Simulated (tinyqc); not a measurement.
Worked calculation: two-band k.p model of the Delta valleys near the X point under shear strain. Values are carried at full precision from step to step, so a last printed digit may differ when a step is redone from the rounded ones.

Constants: hbar^2/2m0 = 3.80998211 eV angstrom^2.

Inputs chosen for the exercise (near those of Si; the results hold for these values, not for the real material):
- a = 5.439 angstrom (lattice constant)
- ml = 0.9 m0 (longitudinal mass)
- mt = 0.195 m0 (transverse mass)
- kx0 = 0.15 2 pi/a (distance of the minimum from X)
- D = 14.8 eV (shear deformation potential)
- Mp = 0.23 m0 (coupling mass)
- exy = 0.0021 (shear strain)
- k = (0.01, 0.032, 0.199) 1/angstrom (wave vector from X)

## Scales

k0 = kx0 2 pi/a; Delta = 2 c k0^2/ml with c = hbar^2/2m0, half the splitting of the two bands at k0; eta = D exy/Delta measures the shear coupling against it.

k0 = 0.17328 1/angstrom
Delta = 0.25422 eV
eta = 0.1223
splitting of the two bands at X, 2 |D exy| = 0.0622 eV

## The Hamiltonian at one k

Valley pair on the [001] axis, kz counted from the X point, c = hbar^2/2m0, k0 = kx0 2 pi/a. H = (c kz^2/ml + c (kx^2 + ky^2)/mt + c k0^2/ml) 1 + (2 c k0 kz/ml) sigma_z + (D exy - 2 c kx ky/Mp) sigma_x, so E = c kz^2/ml + c (kx^2 + ky^2)/mt + c k0^2/ml -/+ sqrt((2 c k0 kz/ml)^2 + (D exy - 2 c kx ky/Mp)^2). Without strain the lower band has its minima, E = 0, at kz = +/- k0. Shifts from diagonal strain are left out.

Fill in the 2 x 2 matrix (sigma_z diagonal) and give its levels.

H(k) (eV):
$$\begin{pmatrix}
0.6087 & 0.0205 \\
0.0205 & 0.0248
\end{pmatrix}$$

levels (eV): [0.0240, 0.6094]

## Position, depth and masses of the minimum

For |eta| < 1: k_min = k0 sqrt(1 - eta^2), E_min = -Delta eta^2/2, ml(eta) = ml/(1 - eta^2), 1/m[110] = 1/mt + eta/Mp, 1/m[1-10] = 1/mt - eta/Mp. For |eta| > 1 the minimum sits at X: E_min = -Delta (2 |eta| - 1)/2, ml(eta) = ml/(1 - 1/|eta|), and eta is replaced by its sign in the transverse masses.

k_min = 0.1720 1/angstrom
E_min = -1.90 meV
ml(eta) = 0.914 m0

masses along [110] and [1-10] (m0): [0.1767, 0.2175]

The minimum has moved 0.8 % of the way to X; electrons are lighter along [110] (-9.4 % against mt) and heavier across (+11.6 %).

## The two bands along kz

kx = ky = 0, kz from 0 to 1.6 k0 in steps of 0.2 k0, with and without the strain.

Levels (eV):
```
kz/k0  kz (1/angstrom)    lower   upper  lower, no strain  upper, no strain
0.0             0.0000   0.0960  0.1582            0.1271            0.1271
0.2             0.0347   0.0726  0.1918            0.0814            0.1830
0.4             0.0693   0.0411  0.2538            0.0458            0.2491
0.6             0.1040   0.0172  0.3285            0.0203            0.3254
0.8             0.1386   0.0027  0.4142            0.0051            0.4118
1.0             0.1733  -0.0019  0.5103            0.0000            0.5084
1.2             0.2079   0.0035  0.6168            0.0051            0.6152
1.4             0.2426   0.0190  0.7335            0.0203            0.7322
1.6             0.2773   0.0446  0.8605            0.0458            0.8593
```

## Checks

- Depth of the minimum by numerical search against the closed form (eV): both -0.001900.
- Mass along [110] by finite differences against the closed form: both 0.1767.

(tinyqc, `OMP_NUM_THREADS=1 python tinyqc.py 1081578 1081579 out.jsonl`, Intel(R) Xeon(R) Processor @ 2.30GHz, 1 thread, shared host, about 0.01 s.)
